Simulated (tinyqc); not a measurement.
From results to parameters: Luttinger model of the valence bands. Computed by the program tinyqc.

Problem. In the four-band Luttinger model 1/m = g1 -/+ 2 g2 along [100] and g1 -/+ 2 g3 along [111]. Find g1, g2, g3 and the light hole mass along [111].

heavy and light hole masses along [100] (electron masses): 0.158983  0.101937
heavy hole mass along [111] = 0.278552 electron masses

Solution. The mean of the two inverse masses along [100] is g1 and a quarter of their difference is g2; g3 = (g1 - 1/m_hh[111])/2.

g1, g2, g3: 8.050  0.880  2.230
light hole mass along [111] = 0.0799 electron masses
